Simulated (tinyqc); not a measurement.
Changing the solids volume fraction c0: spin coating of a resist or spin-on film: centrifugal thinning, evaporation and the final thickness (Emslie and Meyerhofer models). Computed by tinyqc, a small Python program. Command: `OMP_NUM_THREADS=1 python tinyqc.py 3113647 3113648 out.jsonl spincoat sweep`. One thread of a shared host (Intel(R) Xeon(R) Processor @ 2.30GHz), about 0.3 s of CPU time with the checks.

A Newtonian film stays uniform over the wafer; solvent and solids have the same density and the concentration is uniform through the thickness.

Inputs (values chosen for the exercise, of the order of those of a polymer resist in an ester solvent):
```
quantity                                 value          unit
kinematic viscosity of the solvent nu_s      1        mm^2/s
viscosity constant k                       350        mm^2/s
viscosity exponent gamma                   2.6             -
spin speed f                              6000           rpm
evaporation rate at 1000 rpm e0           0.19  micrometre/s
starting thickness h0                      800    micrometre
wafer radius R                             100            mm
shrinkage in the bake                      2.8             %
```

Method:
- omega = 2 pi f/60; nu(c) = nu_s + k c^gamma; evaporation rate e = e0 sqrt(f/1000 rpm).
- Flow constant K = 2 omega^2/(3 nu(c0)); Reynolds number of the air omega R^2/nu_air with nu_air = 15 mm^2/s.
- Meyerhofer estimate: flow rules until (1 - c0) K h^3 = e, then evaporation alone: h_w = (e/((1 - c0) K))^(1/3), dry film c0 h_w.
- Full model for solids s and liquid l per area, h = s + l, c = s/h: ds/dt = -c Q, dl/dt = -(1 - c) Q - e, Q = 2 omega^2 h^3/(3 nu(c)); integrated adaptively (relative tolerance 1e-9) until l = 0.
- Dry film = s at l = 0, before the bake; film after the bake = s x (1 - shrinkage).

One run for each value:
```
solids volume fraction c0  dry film (nm)  nu(c0) (mm^2/s)  dry film, estimate (nm)  time to dry (s)
0.010                                 12             1.00                       12            3.121
0.016                                 20             1.01                       20            3.116
0.025                                 31             1.02                       31            3.124
0.040                                 52             1.08                       50            3.180
0.063                                 90             1.26                       84            3.364
0.100                                171             1.88                      155            3.836
0.160                                367             3.98                      325            4.772
0.250                                807            10.52                      729            6.058
0.400                               1914            33.32                     1845            7.399
```

Over the rows, dry film (nm) rises from 12.1 to 1910 (exponent d ln y / d ln x 1.0 between the first rows and 1.8 between the last); nu(c0) (mm^2/s) rises from 1.00 to 33.3 (exponent d ln y / d ln x 0.011 between the first rows and 2.5 between the last); dry film, estimate (nm) rises from 12.1 to 1850 (exponent d ln y / d ln x 1.0 between the first rows and 2.0 between the last). In the estimate the dry film goes as c0 (nu/(1 - c0))^(1/3), so its exponent rises above 1 once the solids raise the viscosity.

Caution (all rows): above a Reynolds number of about 3e5 the air flow near the rim turns turbulent, and evaporation is no longer uniform.
